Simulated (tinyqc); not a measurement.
# Resistance of a tapered via with liner, size effect and interface: via resistance against the diameter at the bottom

A round via whose diameter grows from db at the bottom as D(z) = db + 2 z/tan(ang). The fill, of diameter D - 2 tl, starts above the bottom liner (thickness fb tl) and has rho = rho0 (1 + ks lam/(D - 2 tl)); the sidewall liner conducts in parallel with it. The bottom liner and the interface are crossed over the full area pi db^2/4. Spreading in the lines above and below is left out.

Slices between z0 = fb tl and hv, evaluated at their midpoints: conductance per length pi/4 [(D - 2 tl)^2/rho + (D^2 - (D - 2 tl)^2)/rl], slice resistance = slice height over that. 2000 slices. R_fill = sum of the slices; R_bottom = rl fb tl/(pi db^2/4); R_interface = ri/(pi db^2/4); ballistic (Sharvin) limit 1/(Sb pi (db - 2 tl)^2/4); ideal cylinder rho0 hv/(pi db^2/4).

Inputs (values chosen for the exercise); fill metal close to ruthenium: height hv = 85 nm; sidewall angle ang = 86 degrees; bulk resistivity of the fill rho0 = 7.6 uohm cm; mean free path of the fill lam = 6.56 nm; size-effect factor ks = 1.3; liner on the sidewall tl = 0.1 nm; liner at the bottom over that on the sidewall fb = 1; resistivity of the liner rl = 180 uohm cm; interface resistivity at the bottom ri = 2.2e-12 ohm cm^2; ballistic conductance per area, about 3/(4 rho0 lam) Sb = 1.5e15 S/m^2.

Via resistance against the diameter at the bottom:
```
db (nm)	R_fill (ohm)	R_bottom (ohm)	R_interface (ohm)	R (ohm)	ballistic limit (ohm)	R over ideal cylinder	largest part
6	157.1	6.366	7.781	171.2	25.23	0.7494	fill
8.3	87.84	3.327	4.066	95.24	12.94	0.7977	fill
11	52.88	1.894	2.315	57.09	7.277	0.8399	fill
16	26.68	0.8952	1.094	28.67	3.400	0.8923	fill
22	14.77	0.4735	0.5787	15.82	1.786	0.9309	fill
30	8.227	0.2546	0.3112	8.792	0.9558	0.9621	fill
42	4.322	0.1299	0.1588	4.610	0.4858	0.9888	fill
58	2.314	0.06813	0.08327	2.465	0.2541	1.008	fill
80	1.235	0.03581	0.04377	1.314	0.1333	1.023	fill
```

R falls from 171 to 1.31 ohm. The fill is the largest part at db = 6 and in all other rows. R goes as db^(-1.81) between the first two rows and db^(-1.96) between the last two; area alone gives -2.

Computed by the program tinyqc: `OMP_NUM_THREADS=1 python tinyqc.py 2750149 2750150 out.jsonl`, one thread of a shared Intel Xeon 2.30GHz, about 0.01 s for the whole run.
